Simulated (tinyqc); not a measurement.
Worked calculation: ellipsoidal valleys in the axes of a wafer and a channel. Values are carried at full precision from step to step, so a last printed digit may differ when a step is redone from the rounded ones.

Valleys with axes a along [111], [1-1-1], [-11-1] and [-1-11], one whole valley each; inverse mass tensor w = 1/mt + (1/ml - 1/mt) a a. Device axes: z = nz/|nz|, x = nx/|nx|, y = z cross x; in them a = (ax, ay, az). Confinement mass mz = 1/w_zz. In the plane w_ij is replaced by u_ij = w_ij - w_iz w_jz/w_zz (i, j = x, y); density-of-states mass md = 1/sqrt(det u); conductivity mass along x mc = 1/u_xx; ballistic transport mass mx = u_yy/det u, width mass my = 1/u_yy.

Constants: hbar^2/2m0 = 3.80998211 eV angstrom^2; kB = 8.617333262e-05 eV/K.

Inputs chosen for the exercise (near those of the L valleys of GaAs; the results hold for these values, not for the real material):
```
symbol  value       unit  meaning
ml      1.902       m0    longitudinal mass
mt      0.077       m0    transverse mass
nz      (1, 1, 0)         surface normal (confinement)
nx      (1, -1, 1)        channel direction
t       3.4         nm    thickness of the film
T       400         K     temperature
```

## Device axes and valley axes

Give the rows x, y, z in cubic components and each valley axis in device components.

device axes:
```
    [100]    [010]    [001]
x  0.5774  -0.5774   0.5774
y  0.4082  -0.4082  -0.8165
z  0.7071   0.7071   0.0000
```

valley axes:
```
              ax       ay       az
[111]     0.3333  -0.4714   0.8165
[1-1-1]   0.3333   0.9428   0.0000
[-11-1]  -1.0000   0.0000   0.0000
[-1-11]   0.3333  -0.4714  -0.8165
```

## Tensors of the valley [-1-11]

Form w and the reduced tensor u.

w (1/m0):
```
         x        y        z
x  11.6024   1.9581   3.3915
y   1.9581  10.2178  -4.7963
z   3.3915  -4.7963   4.6795
```

u (1/m0):
```
        x       y
x  9.1444  5.4343
y  5.4343  5.3018
```

The axis is tilted against the normal, so w_xz or w_yz is not zero and the reduction changes the masses in the plane.

## Masses of all valleys

Give mz, md, mc, mx and my.

Masses (m0):
```
valley       mz      md      mc      mx      my
[111]    0.2137  0.2297  0.1094  0.2798  0.1886
[1-1-1]  0.0770  0.3827  0.0862  0.2798  0.5235
[-11-1]  0.0770  0.3827  1.9020  1.9020  0.0770
[-1-11]  0.2137  0.2297  0.1094  0.2798  0.1886
```

mz md^2 = ml mt^2 = 0.01128 for every valley, so a heavy confinement mass comes with a small density of states. The heaviest mz is 0.214, for [111] and [-1-11].

## Subbands and shares in a film

Hard walls: E_n = c (n pi/t)^2/mz, c = hbar^2/2m0, n = 1, 2, 3. Non-degenerate share of a valley proportional to md sum_n exp(-E_n/kT); mean 1/mc = sum of share/mc. 1 nm = 10 angstrom.

Give the ladders, the shares and the mean conductivity mass.

Subbands:
```
valley   E1 (meV)  E2 (meV)  E3 (meV)  share
[111]       152.2     608.9    1370.0  0.500
[1-1-1]     422.4    1689.8    3802.0  0.000
[-11-1]     422.4    1689.8    3802.0  0.000
[-1-11]     152.2     608.9    1370.0  0.500
```

mean mc = 0.1094 m0

The lowest ladder ([111] and [-1-11]) holds 100 % of the electrons in these valleys, the next starts 270 meV higher. Energies of several hundred meV lie beyond the parabolic range, and real barriers are finite, so these are upper bounds.

## Checks

- mz md^2 against ml mt^2: they agree to 1e-10 or better.
- mx my against md^2: they agree to 1e-10 or better.

Program tinyqc; command `OMP_NUM_THREADS=1 python tinyqc.py 1850408 1850409 out.jsonl`; about 0.01 s on one thread of a shared Intel(R) Xeon(R) Processor @ 2.30GHz.
